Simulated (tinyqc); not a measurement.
From results back to parameters: dielectric confinement in a thin film (image charges). Five cases, with inputs chosen for the exercise.

Problem. The self-energy at the centre was computed from a hidden eh.

A film |z| < t/2 of dielectric constant eps between half-spaces of dielectric constant e2; lam = (eps - e2)/(eps + e2), q = e^2/(4 pi eps0). The self-energy of a band edge is taken with the high-frequency value, e2 = eh, and the field of a fixed ion with the static one, e2 = eo. A charge at z has images lam^|n| at n t + (-1)^n z. Its self-energy is S(z) = (q/2 eps) sum over n >= 1 of lam^n [1/(n t - 2z) + 1/(n t + 2z)] for odd n and 2 lam^n/(n t) for even n; at the centre S(0) = -(q/(eps t)) ln(1 - lam).

Constants: e^2/(4 pi eps0) = 14.39964547 eV angstrom.

Case 1.

Values chosen: t = 76 angstrom (film thickness); eps = 11.7 (dielectric constant of the film).
S(0) = 14.0900 meV

Case 2.

Values chosen: t = 48 angstrom (film thickness); eps = 11.8 (dielectric constant of the film).
S(0) = 17.3022 meV

Case 3.

Values chosen: t = 78 angstrom (film thickness); eps = 15.7 (dielectric constant of the film).
S(0) = 10.3658 meV

Case 4.

Values chosen: t = 22 angstrom (film thickness); eps = 13 (dielectric constant of the film).
S(0) = 46.7592 meV

Case 5.

Values chosen: t = 32 angstrom (film thickness); eps = 11.7 (dielectric constant of the film).
S(0) = 47.3489 meV

Find: lam; eh.

Solution. lam = 1 - exp(-S(0) eps t/q), and eh = eps (1 - lam)/(1 + lam).

Case 1.

lam = 0.5811
eh = 3.1

Case 2.

lam = 0.4937
eh = 4.0

Case 3.

lam = 0.5859
eh = 4.1

Case 4.

lam = 0.6049
eh = 3.2

Case 5.

lam = 0.7080
eh = 2.0

Computed by tinyqc, one run a case: `OMP_NUM_THREADS=1 python tinyqc.py N N+1 out.jsonl` with N = 1252036, 1252058, 1252094, 1252097, 1252129; one thread of a shared Intel(R) Xeon(R) Processor @ 2.30GHz, about 0.08 s a run at most.
